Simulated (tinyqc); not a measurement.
# AlGaN/GaN HEMT with access regions, lumped model: several studies

A polarisation-induced electron sheet under a Schottky gate, in series with two ungated access regions and contacts. Drift law v = mu E/(1 + mu E/vs) under the gate. Currents in mA/mm, resistances in ohm mm. No self-heating, no channel-length modulation; fits for polarisation, barrier and offset are chosen for the exercise.

Inputs (values chosen for the exercise); values close to those of AlGaN/GaN structures:
- x = 0.23 (aluminium share of the barrier)
- d = 20 nm (barrier thickness)
- eps_r = 9.6 (relative permittivity of barrier and channel)
- mu = 1400 cm^2/(V s) (channel mobility)
- vs = 1.3e7 cm/s (saturation velocity)
- Lg = 0.5 um (gate length)
- Ls = 1 um (source access length)
- Ld = 1.5 um (drain access length)
- Rc = 0.6 ohm mm (resistance of each contact)
- ft = 0 (share of the drain-access electrons removed by traps)
- Vg = -0.5 V (gate voltage)
- Ec = 3.1 MV/cm (critical field)
- te = 0.21 um (depth over which the depleted charge spreads)
- tf = 200 nm (insulator under the field plate)
- ei = 3.9 (relative permittivity of that insulator)

Constants: q = 1.602176634e-19 C, eps0 = 8.8541878128e-14 F/cm where lengths are in cm. Results are converted to the units shown.

Each table varies one quantity; the others keep the values above.

## Effect of the gate length

sigma = (5e13 x + 1.6e13 x^2) cm^-2, phiB = 0.84 + 1.3 x, dEc = 0.7 (1.71 x + x^2) in volts, Cb = eps0 eps_r/d, VT = phiB - dEc - q sigma/Cb, access density n0 = -Cb VT/q. Access resistance R(L, n) = L/(q mu n sqrt(1 - (I/(q n vs))^2)); Rs = Rc + R(Ls, n0), Rd = Rc + R(Ld, (1 - ft) n0). Vg' = Vg - I Rs, Vd' = Vd - I (Rs + Rd); with u = Vg' - VT, Vc = vs Lg/mu and w the smaller of Vd' and Vc [sqrt(1 + 2 u/Vc) - 1] (0 if negative), the channel gives (mu Cb/Lg)(u w - w^2/2)/(1 + w/Vc). I equals that channel current. Isat is I at Vd = 10 V, gm = dIsat/dVg, Ron the limit of Vd/I at small Vd.

The same in every row: VT (V) = -3.828; n0 (cm^-2) = 1.015e13.

Effect of the gate length:
```
Lg (um)  Ron (ohm mm)  Isat (mA/mm)  gm (mS/mm)
0.05            2.323          1003       306.9
0.09            2.343         960.7       302.0
0.16            2.379         907.8       294.9
0.29            2.444         839.0       284.4
0.52            2.560         756.2       269.6
0.93            2.767         658.9       249.3
1.7             3.156         545.4       221.5
3               3.813         433.1       189.0
```

What does the comparison show?

As Lg goes from 0.05 to 3 um, Ron rises from 2.32 to 3.81 ohm mm, Isat falls from 1000 to 433 mA/mm and gm falls from 307 to 189 mS/mm. The ceiling Cb vs is 553 mS/mm. For Lg = 0.05 to 1.7 um the power passes 5 W/mm, where self-heating, left out here, lowers the current.

## Effect of the share of the drain-access electrons removed by traps

Same model as above.

The same in every row: VT (V) = -3.828; n0 (cm^-2) = 1.015e13.

Result of one run:
```
ft   Ron (ohm mm)  Isat (mA/mm)  gm (mS/mm)
0.2         2.715         762.3       270.8
```

What becomes of these results when the share of the drain-access electrons removed by traps ft is changed from 0.2 to 0, all else the same?

Result of the changed run:
```
ft  Ron (ohm mm)  Isat (mA/mm)  gm (mS/mm)
0          2.550         762.3       270.8
```

The whole series:
```
ft   Ron (ohm mm)  Isat (mA/mm)  gm (mS/mm)
0           2.550         762.3       270.8
0.1         2.623         762.3       270.8
0.2         2.715         762.3       270.8
0.3         2.832         762.3       270.8
0.4         2.989         762.3       270.8
0.5         3.209         762.3       270.8
0.6         3.538         762.3       270.8
0.7         4.087         626.2      0.6500
```

As ft goes from 0 to 0.7, Ron rises from 2.55 to 4.09 ohm mm, Isat falls from 762 to 626 mA/mm and gm falls from 271 to 0.650 mS/mm. The ceiling Cb vs is 553 mS/mm. In every row the power passes 5 W/mm, where self-heating, left out here, lowers the current. At ft = 0.7 the gated channel is not yet saturated at 10 V, because the access regions take the voltage, and gm drops.

## Field plate: effect of the aluminium share of the barrier

Off state: a depleted stretch that holds the voltage V has the peak field sqrt(k V), k = 2 q n0/(eps0 eps_r te), so one edge holds V1 = Ec^2/k. The sheet under the plate pinches off at Vf = q n0 (1/Cb + tf/(eps0 ei)); beyond it the gate edge is screened. BV = V1 if Vf >= V1, else Vf + V1, and at most Ec Ld.

The same in every row: Ec Ld (V) = 465.0.

Results:
```
x     Vf (V)  V1 (V)  BV (V)
0.14   49.09   105.3   154.4
0.18   70.50   73.32   143.8
0.22   92.47   55.90   55.90
0.3    138.1   37.44   37.44
0.34   161.7   31.97   31.97
0.38   185.9   27.81   27.81
```

Estimate the missing row, x = 0.26.

Computed row:
```
x     Vf (V)  V1 (V)  BV (V)
0.26   115.0   44.96   44.96
```

With this row back in the table: BV falls from 154 to 27.8 V. The plate helps (Vf < V1) in 2 of the 7 rows, and the access length caps BV in 0. More sheet charge lowers Ron but steepens the field, so V1 falls.

tinyqc, about 0.03 s, one thread, Intel Xeon 2.30GHz (shared host): `OMP_NUM_THREADS=1 python tinyqc.py 2570169 2570170 out.jsonl`
